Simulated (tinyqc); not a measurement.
Parabolic against non-parabolic filling: Fermi-Dirac statistics of conduction electrons.

Non-parabolic band E (1 + alpha E) = c k^2/m: n = Nc (2/sqrt(pi)) integral_0^infinity sqrt(x (1 + a x)) (1 + 2 a x) dx/(1 + exp(x - eta)) with a = alpha kT and eta = (EF - Ec)/kT; a = 0 gives n = Nc F_1/2(eta).

Constants: hbar^2/2m0 = 3.80998211 eV angstrom^2; kB = 8.617333262e-05 eV/K.

Inputs chosen for the exercise (out of a larger set: near those of InSb, lowest valleys alone; not measured data): m = 0.0134 m0 (density-of-states mass of the conduction band); T = 77 K; alpha = 4.29 1/eV (non-parabolicity).

N = 2 (m kB T/(4 pi c))^(3/2) with c = hbar^2/2m0, in 1/angstrom^3; times 1e24 for 1/cm^3. k_F = (3 pi^2 n)^(1/3) and the energy E0 that solves E (1 + alpha E) = c k_F^2/m give the limit of zero temperature.

EF - Ec (meV):
```
n (1/cm^3)  parabolic  non-parabolic  non-parabolic, 0 K
5.0e+14         -15.1          -15.9                 1.7
2.0e+15          -5.2           -6.1                 4.2
8.0e+15           6.7            5.4                10.4
3.0e+16          24.7           21.5                23.8
8.0e+16          49.8           41.2                42.7
3.0e+17         121.7           87.5                88.4
```

What can be read from this table?

Non-parabolicity lowers EF by 0.7 meV at the lowest density and by 34.1 meV at the highest, where alpha (EF - Ec) = 0.38. Temperature lowers EF below its 0 K value by 17.6 meV at the lowest density and by 0.9 meV at the highest. EF enters the band between 2e+15 and 8e+15 1/cm^3.

Program tinyqc; command `OMP_NUM_THREADS=1 python tinyqc.py 1682452 1682453 out.jsonl`; about 0.01 s on one thread of a shared Intel(R) Xeon(R) Processor @ 2.30GHz.
